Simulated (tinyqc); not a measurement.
Smearing for a one-band metal on the fcc lattice: one step. Occupations and energies. Three cases, with inputs chosen for the exercise.

Question. Converge mu, then list x, f and s of each level and form the sums.

With x = (E_k - mu)/sigma: Fermi-Dirac f = 1/(1 + exp(x)), s = -f ln f - (1 - f) ln(1 - f). With weights w = points/N^d (d the dimension), mu solves 2 sum w f = ne; E = 2 sum w f E_k, S = 2 sum w s, F = E - sigma S.

Case 1.

Values chosen: ne = 1.31 (electrons per cell); sigma = 0.06 eV (width).

Distinct levels:
```
E_k (eV)   points
-8.100000       1
-3.600000       8
-2.700000       6
0.300000       12
0.900000        4
1.200000       24
1.500000        3
2.100000        6
```

Case 2.

Values chosen: ne = 1.16 (electrons per cell); sigma = 0.048 eV (width).

Distinct levels:
```
E_k (eV)   points
-5.880000       1
-2.880000       8
-1.960000       6
0.040000       12
0.120000        4
0.960000       24
1.800000        3
1.880000        6
```

Case 3.

Values chosen: ne = 1.1 (electrons per cell); sigma = 0.092 eV (width).

Distinct levels:
```
E_k (eV)    points
-11.520000       1
-8.520000        8
-7.600000        6
-4.600000       12
-2.760000       24
-2.520000        8
-0.240000        6
0.240000        24
0.480000         4
0.920000        24
1.160000        24
2.520000        24
2.760000        36
3.200000         3
3.440000        12
```

Give: mu; x, f and s of each level; E; S; F; (E + F)/2.

Answer.

Case 1.

mu = 1.1893 eV

x, f and s of each level:
```
E_k (eV)        x       f       s
-8.1000   -154.82  1.0000  0.0000
-3.6000    -79.82  1.0000  0.0000
-2.7000    -64.82  1.0000  0.0000
0.3000     -14.82  1.0000  0.0000
0.9000      -4.82  0.9920  0.0465
1.2000       0.18  0.4556  0.6892
1.5000       5.18  0.0056  0.0347
2.1000      15.18  0.0000  0.0000
```

E = -1.0244 eV
S = 0.5260
F = -1.0560 eV
(E + F)/2 = -1.0402 eV

Levels with f between 0.001 and 0.999: 3. (E + F)/2 removes the term in sigma^2 for this scheme. That argument needs a smooth density of states, and the number of distinct levels within 2 sigma of mu is only 1, so it may fail on this mesh.

Case 2.

mu = 0.9085 eV

x, f and s of each level:
```
E_k (eV)        x       f       s
-5.8800   -141.43  1.0000  0.0000
-2.8800    -78.93  1.0000  0.0000
-1.9600    -59.76  1.0000  0.0000
0.0400     -18.09  1.0000  0.0000
0.1200     -16.43  1.0000  0.0000
0.9600       1.07  0.2550  0.5678
1.8000      18.57  0.0000  0.0000
1.8800      20.24  0.0000  0.0000
```

E = -1.0576 eV
S = 0.4258
F = -1.0781 eV
(E + F)/2 = -1.0679 eV

Levels with f between 0.001 and 0.999: 1. (E + F)/2 removes the term in sigma^2 for this scheme. That argument needs a smooth density of states, and the number of distinct levels within 2 sigma of mu is only 1, so it may fail on this mesh.

Case 3.

mu = 1.0607 eV

x, f and s of each level:
```
E_k (eV)        x       f       s
-11.5200  -136.75  1.0000  0.0000
-8.5200   -104.14  1.0000  0.0000
-7.6000    -94.14  1.0000  0.0000
-4.6000    -61.53  1.0000  0.0000
-2.7600    -41.53  1.0000  0.0000
-2.5200    -38.92  1.0000  0.0000
-0.2400    -14.14  1.0000  0.0000
0.2400      -8.92  0.9999  0.0013
0.4800      -6.31  0.9982  0.0132
0.9200      -1.53  0.8219  0.4686
1.1600       1.08  0.2536  0.5662
2.5200      15.86  0.0000  0.0000
2.7600      18.47  0.0000  0.0000
3.2000      23.25  0.0000  0.0000
3.4400      25.86  0.0000  0.0000
```

E = -2.1800 eV
S = 0.2307
F = -2.2012 eV
(E + F)/2 = -2.1906 eV

Levels with f between 0.001 and 0.999: 3. (E + F)/2 removes the term in sigma^2 for this scheme. That argument needs a smooth density of states, and the number of distinct levels within 2 sigma of mu is only 2, so it may fail on this mesh.

Computed by tinyqc, one run a case: `OMP_NUM_THREADS=1 python tinyqc.py N N+1 out.jsonl` with N = 1651996, 1680778, 1680992; one thread of a shared Intel(R) Xeon(R) Processor @ 2.30GHz, about 0.3 s a run at most.
